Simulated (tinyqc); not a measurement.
Worked calculation: bond-orbital model of a tetrahedral semiconductor (Harrison's universal couplings). Values are carried at full precision from step to step, so a last printed digit may differ when a step is redone from the rounded ones.

Hybrid level eh = (es + 3 ep)/4; metallic energy V1 = (ep - es)/4 for each atom; covalent energy V2 = 3.22 hbar^2/(m d^2); polar energy V3 = (ehc - eha)/2; hbar^2/m = 2c, c = hbar^2/2m0. Polarity ap = V3/sqrt(V2^2 + V3^2), covalency ac = V2/sqrt(V2^2 + V3^2). p-p coupling at Gamma Exx = (4/3)(2.22 - 2 x 0.63) hbar^2/(m d^2) = 1.28 hbar^2/(m d^2), s-s coupling Ess = 4 x 1.32 hbar^2/(m d^2).

Constants: hbar^2/2m0 = 3.80998211 eV angstrom^2.

Inputs chosen for the exercise (near tabulated values for GaAs; the model gives trends, and its gaps can be far from the real ones; shifted at random, so the results belong to these values and not to a real crystal): esc = -11.43 eV (s level, cation); epc = -5.68 eV (p level, cation); esa = -18.96 eV (s level, anion); epa = -9.08 eV (p level, anion); d = 2.44 angstrom (bond length); Z = 5 (valence electrons of the anion).

## The three energies

Form the hybrid levels, V1, V2 and V3.

hbar^2/(m d^2) = 1.2799 eV

hybrid levels (eV): cation -7.1175, anion -11.5500

V1 (eV): cation 1.4375, anion 2.4700

V2, V3 (eV): [4.1213, 2.2163]

## Bond and antibond

The 2 x 2 problem [[ehc, -V2], [-V2, eha]] gives (ehc + eha)/2 -/+ sqrt(V2^2 + V3^2); ap = V3/sqrt(V2^2 + V3^2), ac = V2/sqrt(V2^2 + V3^2); the bond has weight (1 + ap)/2 on the anion.

levels (eV): bond -14.0131, antibond -4.6544

ap = 0.4736
ac = 0.8807
weight on the anion = 0.7368

## Charges

With dZ = Z - 4: effective charge Z* = 4 ap - dZ (positive on the cation); transverse charge eT* = Z* + (8/3) ap ac^2.

Z* = 0.894 e
eT* = 1.874 e

Charge that flows along the bonds as they stretch adds 0.98 e to the static value.

## Metallicity and a gap from the bond picture

Neighbouring bonds couple through V1: averaged V1b = V1c (1 - ap)/2 + V1a (1 + ap)/2 for the bond band and V1x = V1c (1 + ap)/2 + V1a (1 - ap)/2 for the antibond band. The top of the bond band lies V1b above the bond level and the bottom of the antibond band 3 V1x below the antibond level, so the gap is 2 sqrt(V2^2 + V3^2) - V1b - 3 V1x; metallicity am = (V1b + 3 V1x)/(2 sqrt(V2^2 + V3^2)).

V1b, V1x (eV): [2.1983, 1.7092]

gap = 2.033 eV
am = 0.783

The gap closes where am reaches one. The model gives trends; its gap can miss the real one by a factor of two to five, most in ratio for narrow gaps and most in eV for first-row compounds.

## Band edges at Gamma

Ev is the lower root of [[epa, Exx], [Exx, epc]] and the s-like conduction level the upper root of [[esa, Ess], [Ess, esc]], with Exx = 1.28 u and Ess = 5.28 u, u = hbar^2/(m d^2).

Exx, Ess (eV): [1.6383, 6.7578]

Ev = -9.741 eV
s-like conduction level = -7.459 eV
E0 gap = 2.282 eV

Universal couplings give the trend of E0 from compound to compound, not its value; it can miss by several eV and by a factor of two or more, and spin-orbit coupling is left out.

## Checks

- Bond level from the formula against the 2 x 2 matrix: both -14.0131.

Computed by tinyqc, a small Python program: `OMP_NUM_THREADS=1 python tinyqc.py 1450578 1450579 out.jsonl` (the numbers bound the seed that draws the inputs); one thread of a shared host (Intel(R) Xeon(R) Processor @ 2.30GHz), about 0.01 s for the whole set of steps.
